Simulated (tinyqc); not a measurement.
## Trap and transport parameters from the curve

Inverse problem. A layer shows an ohmic current q n0 mu V/L, then a square law (9/8) th eps0 eps_r mu V^2/L^3 above Vx = 8 q n0 L^2/(9 th eps0 eps_r), and trap filling at V_TFL = q Nt L^2/(2 eps0 eps_r). th = y/(1 + y), y = (Nc/Nt) exp(-Et/kB T). The square-law current at V is given. Find th, n0, Nt and Et.

Parameters, values chosen for the exercise:

| symbol | value | unit | meaning |
|---|---|---|---|
| T | 300 | K | temperature |
| eps_r | 7.2 |  | relative permittivity |
| mu | 0.025 | cm^2/(V s) | mobility |
| L | 240 | nm | thickness |
| Nc | 6e20 | cm^-3 | band density of states |
| V | 5.9 | V | voltage |

Constants: q = 1.602176634e-19 C, kB = 1.380649e-23 J/K, Vt = kB T/q, eps0 = 8.8541878128e-14 F/cm where lengths are in cm. Results are converted to the units shown.

Mott-Gurney J = 6.3612143 A/cm^2
Vx = 0.78541938 V
V_TFL = 24.609374 V

Answer. The square law gives th, Vx gives n0, V_TFL gives Nt, and th with Nt gives Et.

th = 0.1409
n0 = 8.600e14 cm^-3
Nt = 3.400e17 cm^-3
Et = 0.2400 eV

Computed by the program tinyqc: `OMP_NUM_THREADS=1 python tinyqc.py 2370109 2370110 out.jsonl`, one thread of a shared Intel Xeon 2.30GHz, about 0.01 s for the whole run.
